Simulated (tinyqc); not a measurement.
Donor or exciton in a quantum well (variational effective-mass method). Changing the dielectric constant eps. Computed by tinyqc, a small Python program. Command: `OMP_NUM_THREADS=1 python tinyqc.py 3020549 3020550 out.jsonl welldonor sweep`. One thread of a shared host (Intel(R) Xeon(R) Processor @ 2.30GHz), about 0.08 s of CPU time with the checks.

Electron and hole in their lowest subbands f(z) = cos(pi z/L); relative in-plane motion exp(-rho/lambda) (separable trial function), H = -nabla_rho^2 - 2/sqrt(rho^2 + (z_e - z_h)^2) in effective units. Mass and screening are the same in well and barrier; l = L/a* is the width in effective units. Bands are flat: no polarisation or applied field.

Inputs (values chosen for the exercise, modelled on GaAs): electron mass m = 0.0649 m_0; well width L = 26 nm; in-plane hole mass m_h = 0.336 m_0.

Centre: exciton. Barriers: infinite.

Constants: Ry = 13.605693123 eV; a_0 = 0.529177210903 angstrom.

Method:
- mu = m m_h/(m + m_h) takes the place of m; Ry* = Ry m/eps^2, a* = a_0 eps/m; l = L/a*.
- k = pi/l; f = cos(k z) inside and zero outside.
- Binding E_b(lambda) = -1/lambda^2 + (8/lambda^2) int_0^l P(z) g(z) dz, with P(z) = (2/l) [(1 - z/l)(1 + cos(2 pi z/l)/2) + (3/(4 pi)) sin(2 pi z/l)] the distribution of |z_e - z_h| and g(z) = int_z^infinity exp(-2 sqrt(r^2 - z^2)/lambda) dr = int_0^infinity exp(-2 rho/lambda) rho/sqrt(rho^2 + z^2) d rho; 40 Gauss-Legendre points in z and 40 in t with rho = lambda t/(1 - t).
- Golden-section search for the maximum over lambda from 0.3 to 4, 40 steps.

One run for each value:

| dielectric constant eps | binding energy (meV) | binding in Ry* | radius lambda a* (nm) |
|---|---|---|---|
| 6.5 | 18.894 | 1.0787 | 8.994 |
| 7.9 | 14.187 | 1.1964 | 10.147 |
| 9.7 | 10.447 | 1.3282 | 11.548 |
| 12.0 | 7.568 | 1.4725 | 13.243 |
| 14.0 | 5.971 | 1.5814 | 14.652 |
| 17.0 | 4.412 | 1.7230 | 16.681 |
| 21.0 | 3.157 | 1.8814 | 19.273 |
| 26.0 | 2.238 | 2.0443 | 22.381 |

Describe the trends.

Over the rows, binding energy (meV) falls from 18.9 to 2.24 (exponent d ln y / d ln x -1.5 between the first rows and -1.6 between the last); binding in Ry* rises from 1.08 to 2.04 (exponent d ln y / d ln x 0.53 between the first rows and 0.39 between the last); radius lambda a* (nm) rises from 8.99 to 22.4 (exponent d ln y / d ln x 0.62 between the first rows and 0.70 between the last).

Caution (rows 6.50, 7.90, 9.70, 12.0): beyond about two Bohr radii the separable trial function begins to underestimate the binding, and in still wider wells it drops below the bulk value instead of tending to it.

Extremes, crossings and ranges named in words are read from the listed rows.
